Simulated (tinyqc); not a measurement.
What each parameter does: ellipsoidal valleys in the axes of a wafer and a channel.

Valleys with axes a along [111], [1-1-1], [-11-1] and [-1-11], one whole valley each; inverse mass tensor w = 1/mt + (1/ml - 1/mt) a a. Device axes: z = nz/|nz|, x = nx/|nx|, y = z cross x; in them a = (ax, ay, az). Confinement mass mz = 1/w_zz. In the plane w_ij is replaced by u_ij = w_ij - w_iz w_jz/w_zz (i, j = x, y); density-of-states mass md = 1/sqrt(det u); conductivity mass along x mc = 1/u_xx; ballistic transport mass mx = u_yy/det u, width mass my = 1/u_yy.

Hard walls: E_n = c (n pi/t)^2/mz, c = hbar^2/2m0, n = 1, 2, 3. Non-degenerate share of a valley proportional to md sum_n exp(-E_n/kT); mean 1/mc = sum of share/mc. 1 nm = 10 angstrom.

Constants: hbar^2/2m0 = 3.80998211 eV angstrom^2; kB = 8.617333262e-05 eV/K.

Parameters, chosen for this exercise (near those of the L valleys of GaAs; shifted at random, so the results belong to these values and not to a real crystal): ml = 1.927 m0 (longitudinal mass); mt = 0.077 m0 (transverse mass); nz = (0, 0, 1) (surface normal (confinement)); nx = (1, 0, 0) (channel direction); t = 3.9 nm (thickness of the film); T = 300 K (temperature).

Lowest E1, its share and the mean conductivity mass.

One parameter was then changed.

Results before and after:
```
case     lowest E1 (meV)   share  mean mc (m0)
base              218.32  1.0000        0.1455
changed           198.18  1.0000        0.1597
```

Which of these changes was made? (a) T = 270 K; (b) t = 4.29 nm; (c) ml = 2.12 m0; (d) mt = 0.085 m0.
Answer: (d) mt = 0.085 m0. Of the candidates, run in turn, only this one gives the changed row.

All candidates:
```
case           lowest E1 (meV)   share  mean mc (m0)
base                    218.32  1.0000        0.1455
ml = 2.12 m0            217.94  1.0000        0.1462
mt = 0.085 m0           198.18  1.0000        0.1597
t = 4.29 nm             180.43  1.0000        0.1455
T = 270 K               218.32  1.0000        0.1455
```

tinyqc: `OMP_NUM_THREADS=1 python tinyqc.py 1880161 1880162 out.jsonl`; about 0.01 s, one thread, shared Intel(R) Xeon(R) Processor @ 2.30GHz.
